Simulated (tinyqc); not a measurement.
# Deep-level transient spectroscopy (DLTS) of one majority-carrier trap, step by step

A worked calculation. Computed by tinyqc, a small Python program that keeps every step. Command: `OMP_NUM_THREADS=1 python tinyqc.py 3018364 3018365 out.jsonl dlts walk`. One thread of a shared host (Intel(R) Xeon(R) Processor @ 2.30GHz), about 0.05 s of CPU time with the checks. Intermediate numbers are printed to about 6 digits and carried at full precision; extremes and crossings named in words are read from the listed rows.

A filling pulse loads the traps in a one-sided junction; under reverse bias they empty at the rate e, and the capacitance relaxes as C(t) = C_0 - dC exp(-e t). The signal is S = [C(t_2) - C(t_1)]/dC.

Inputs (values chosen for the exercise, with mass and screening modelled on germanium):

| quantity | value | unit |
|---|---|---|
| density-of-states mass m | 0.347 | m_0 |
| valleys M | 1 | - |
| trap depth E_t | 0.157 | eV |
| cross-section sigma_0 | 6.4e-17 | cm^2 |
| degeneracy ratio g | 2 | - |
| gate time t_1 | 0.02 | s |
| ratio t_2/t_1 | 2.5 | - |
| temperature T | 89 | K |
| doping N | 8.4e+14 | cm^-3 |
| trap density N_t | 1.2e+13 | cm^-3 |
| dielectric constant eps | 16.8 | - |
| built-in voltage V_b | 0.5 | V |
| reverse bias V_r | 3.9 | V |
| diode area | 0.00053 | cm^2 |

Carriers: holes. Extra term: none.

Constants: k_B = 8.617333262e-05 eV/K; k_B = 1.380649e-23 J/K; m_0 = 9.1093837015e-31 kg; h = 6.62607015e-34 J s; eps_0 = 8.8541878128e-12 F/m; e = 1.602176634e-19 C.

## Emission rate at T

e = g sigma v N_b exp(-E/k_B T), v = sqrt(3 k_B T/m), N_b = 2 M (2 pi m k_B T/h^2)^(3/2), sigma = sigma_0, E = E_t.

thermal velocity v = 1.07991e+07 cm/s

N_b = 8.28837e+17 cm^-3

sigma = 6.40e-17 cm^2

E = 0.157 eV

emission rate e = 1.47459 1/s

## Rate window and signal

S(e) = exp(-e t_1) - exp(-e t_2) peaks at the rate window e_0 = ln(t_2/t_1)/(t_2 - t_1).

rate window e_0 = 30.5430 1/s

peak height S_max = 0.325730

signal at T = 0.0420160

At this T the trap empties slower than the window, by a factor 20.7: the point lies on the low-temperature side of the peak.

## Peak temperature and width

T_p solves e(T) = e_0 (bisection between 15 and 1500 K); the half-height points solve S = S_max/2 on either side.

peak temperature T_p = 102.771 K

lower half-height point = 95.5396 K

upper half-height point = 108.507 K

full width = 12.9672 K

The width is 12.6 % of T_p, and E_t is 17.7 k_B T_p.

## Peaks for six windows

t_1 is scaled by 0.1, 0.3, 1, 3, 10 and 30 at fixed t_2/t_1; each T_p by bisection.

Arrhenius data:

| t_1 (s) | e_0 (1/s) | T_p (K) | 1/(k_B T_p) (1/eV) | ln(e_0/T_p^2) |
|---|---|---|---|---|
| 0.002 | 305.430 | 116.254 | 99.821 | -3.78983 |
| 0.006 | 101.810 | 109.428 | 106.047 | -4.76742 |
| 0.020 | 30.543 | 102.771 | 112.916 | -5.84587 |
| 0.060 | 10.181 | 97.336 | 119.222 | -6.83581 |
| 0.200 | 3.054 | 91.976 | 126.169 | -7.92651 |
| 0.600 | 1.018 | 87.556 | 132.539 | -8.92661 |

## Arrhenius fit

Least squares of ln(e_0/T_p^2) on 1/(k_B T_p): slope -E_a, intercept ln(gamma sigma_a) with gamma = v N_b/T^2 = sqrt(3 k_B/m) 2 M (2 pi m k_B/h^2)^(3/2). For comparison, the slope of ln e_0 alone.

apparent depth E_a = 0.157 eV

intercept = 11.8820

gamma = 1.13000e+21 cm^-2 s^-1 K^-2

apparent cross-section = 1.28000e-16 cm^2

slope without T^2 = 0.174308 eV

The apparent depth is 0.1570 eV against E_t = 0.157 eV, and the apparent cross-section is 2.00 times sigma_0: only the degeneracy ratio enters. Leaving out the T^2 factor overstates the slope by 17 meV, about 2 k_B T_p.

## Signal size and trap density

W = sqrt(2 eps eps_0 (V_b + V_r)/(e N)), C_0 = eps eps_0 area/W. The pulse goes to zero bias, W_0 = W(V_r = 0). Traps within lambda = sqrt(2 eps eps_0 (E_t - E_F)/(e^2 N)) of the depletion edge stay filled, with E_F = k_B T_p ln(N_b/N) from the band, N_b = 2 M (2 pi m k_B T_p/h^2)^(3/2) (dopants taken as fully ionised). dC = C_0 (N_t/2N) f, f = [(W - lambda)^2 - max(W_0 - lambda, 0)^2]/W^2. The simple estimate is 2 N dC/C_0.

depletion width W = 3.11871 micrometre

C_0 = 2.52789 pF

lambda = 0.455917 micrometre

f = 0.692548

transient amplitude dC = 12.5049 fF

simple estimate of N_t = 8.31058e+12 cm^-3

The simple estimate finds 69 % of the traps.

Checks made by the program: the maximum of S(T) on a fine grid against T_p (relative difference below 1e-10).
